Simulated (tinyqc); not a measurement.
Resistance of a circular point contact between the ballistic and the diffusive limit: one step of the calculation.

Two half-spaces of a free-electron metal (one valley, spin 2) meet through a circular opening of radius a in an insulating sheet.

Question. Resistances. kF = (3 pi^2 n)^(1/3), resistivity rho = hbar kF/(n q^2 l). Maxwell: RM = rho/(2 a); Sharvin: RS = 4 rho l/(3 pi a^2); interpolation R = RS + gamma RM, gamma = (1 + 0.83 K)/(1 + 1.33 K), K = l/a.

Inputs (values chosen for the exercise):
- l = 4.9 nm (mean free path)
- a = 11 nm (radius of the opening)

rho = 81.286119 uohm cm

Wanted: RM; RS; gamma; R.

Answer.

RM = 36.95 ohm
RS = 13.97 ohm
gamma = 0.8601
R = 45.75 ohm

The Sharvin term makes up 30.5 % of R; it equals (h/2q^2) over the number of modes.

Program tinyqc, `OMP_NUM_THREADS=1 python tinyqc.py 2760135 2760136 out.jsonl`; Intel Xeon 2.30GHz, shared host, one thread, about 0.01 s.
